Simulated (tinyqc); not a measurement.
Worked calculation: thermal and gravitational stress in a wafer during furnace and rapid thermal processing, and the onset of slip. Computed by tinyqc, a small Python program that keeps every step. Command: `OMP_NUM_THREADS=1 python tinyqc.py 3010107 3010108 out.jsonl slip walk`. One thread of a shared host (Intel(R) Xeon(R) Processor @ 2.30GHz), about 0.01 s of CPU time with the checks. Intermediate numbers are printed to about 6 digits and carried at full precision; extremes and crossings named in words are read from the listed rows.

A thin free disc in plane stress, isotropic; T(r) = T_centre + dT (r/R)^n with n = 2. Stress is positive in tension; sigma_SB = 5.670374419e-8 W/(m^2 K^4), g = 9.80665 m/s^2.

Inputs (values chosen for the exercise, modelled on silicon):
```
quantity,value,unit
wafer radius R,150,mm
thickness t,775,micrometre
Young's modulus E,145,GPa
Poisson ratio nu,0.22,-
expansion alpha,4.48,1e-6/K
edge less centre temperature dT,13,K
temperature T,1350,K
prefactor A of the critical stress,0.00059,MPa
energy U of the critical stress,1.04,eV
density rho,2330,kg/m^3
heat capacity c,919,J/(kg K)
conductivity k,27.4,W/(m K)
wafer spacing s,11,mm
ramp rate,1.8,K/min
radius of the support ring over R,0.76,-
```

Temperature profile: parabolic.

Constants: k_B = 8.617333262e-05 eV/K.

## Thermal stress

With x = r/R: s_rr = alpha E dT (1 - x^n)/(n + 2), s_tt = alpha E dT [1 - (n + 1) x^n]/(n + 2).

Temperature and stresses at r/R = 0, 0.3, 0.5, 0.7, 0.8, 0.9, 0.95, 1:
```
r/R,T - T_centre (K),s_rr (MPa),s_tt (MPa)
0.00,0.0000,2.111200,2.111200
0.30,1.1700,1.921192,1.541176
0.50,3.2500,1.583400,0.527800
0.70,6.3700,1.076712,-0.992264
0.80,8.3200,0.760032,-1.942304
0.90,10.5300,0.401128,-3.019016
0.95,11.7325,0.205842,-3.604874
1.00,13.0000,0.000000,-4.222400
```

hoop stress at the edge = -4.2224 MPa

r/R where s_tt = 0 = 0.577350

The hot edge is squeezed; the edge stress is n times that at the centre in size.

## Resolved stress round the edge

At the edge the stress is uniaxial along the tangent d = (cos phi, sin phi, 0) of a (001) wafer; the Schmid factor is the largest |(d.n)(d.b)| over the twelve {111}<110> systems.

Schmid factor and resolved stress at phi = 0, 7.5, 15, 22.5, 30, 37.5 and 45 degrees from [100]:
```
phi from [100] (degrees),Schmid factor,resolved stress (MPa)
0.0,0.408248,1.72379
7.5,0.454124,1.91749
15.0,0.482963,2.03926
22.5,0.492799,2.08080
30.0,0.482963,2.03926
37.5,0.454124,1.91749
45.0,0.408248,1.72379
```

The factor is 1/sqrt(6) = 0.408 along <100> and <110> and peaks at 0.4928 at 22.5 degrees, so slip, if any, starts at eight places between these directions.

## Slip criterion

Critical resolved stress tau_c = A exp(U/(k_B T)), a form chosen for the exercise; slip when 0.492799 |s_tt(R)| > tau_c; allowed |dT| = tau_c (n + 2)/(0.492799 n alpha E).

critical stress tau_c = 4.50140 MPa

resolved over critical stress = 0.462255

allowed |dT| = 28.1230 K

No slip; the margin is a factor 2.2.

## Ramp rate in a batch furnace

In a stack heated from the rim, heat flows inward by conduction and by radiation between wafers: k_eff = k + (16/3) sigma_SB T^3 s^2/t (a diffusion estimate with the spacing as path length). A steady ramp gives the parabolic lag dT = rho c (ramp) R^2/(4 k_eff); the allowed ramp uses n = 2.

k_eff = 143.570 W/(m K)

lag of the centre = 2.51681 K

allowed ramp rate = 20.1133 K/min

Radiation carries 81 % of the inward flow. The ramp is 0.09 of the allowed one.

## Gravity

Own weight q = rho g t on a ring of radius b R, x = r/R: moments of an edge-supported plate, M_r = q R^2 (3 + nu)(1 - x^2)/16 and M_t = q R^2 [(3 + nu) - (1 + 3 nu) x^2]/16, less the uniform moment inside the ring load, q R^2 [(1 - nu)(1 - b^2) - 2 (1 + nu) ln b]/8; stress at the lower face = 6 M/t^2.

stress at the centre = 0.303942 MPa

radial stress at the ring = -0.158729 MPa

hoop stress at the ring = 0.0654222 MPa

The largest of these is 0.034 tau_c when halved for shear. Point supports give far higher local stress than a ring.

## Position of the support ring

The formulas are those given above.

Stress at the lower face (MPa):
```
b,centre,radial at ring,hoop at ring,largest in size
0.40,-0.637310,-0.765473,-0.703382,0.765473
0.50,-0.331493,-0.531749,-0.434731,0.531749
0.60,-0.067472,-0.355840,-0.216134,0.355840
0.65,0.053952,-0.284480,-0.120519,0.284480
0.70,0.170112,-0.222389,-0.032233,0.222389
0.75,0.282002,-0.168573,0.049718,0.282002
0.80,0.390426,-0.122228,0.126138,0.390426
0.90,0.599384,-0.049444,0.264895,0.599384
1.00,0.801022,0.000000,0.388073,0.801022
```

Among these rows the largest stress is least, 0.222 MPa, for a ring at 0.7 R, 3.6 times below edge support: the overhang balances the sag of the centre. All values scale as R^2/t.

## Limits against temperature

The formulas are those given above.

For the parabolic profile:
```
T (K),tau_c (MPa),allowed |dT| (K),k_eff (W/(m K)),allowed ramp (K/min)
1050,57.8938,361.698,82.059,147.853
1125,26.9059,168.097,94.628,79.239
1200,13.7613,85.975,108.990,46.679
1275,7.6161,47.582,125.264,29.691
1350,4.5014,28.123,143.570,20.113
1425,2.8119,17.568,164.028,14.355
1500,1.8412,11.503,186.756,10.701
```

From 1050 to 1500 K the allowed difference falls 31 times and the allowed ramp 14 times; radiation, which grows as T^3, gives back a factor 2.28. Ramps must slow as the wafer gets hotter.

Checks made by the program: force balance: the hoop stress integrates to zero (added to the edge stress) (relative difference below 1e-10).
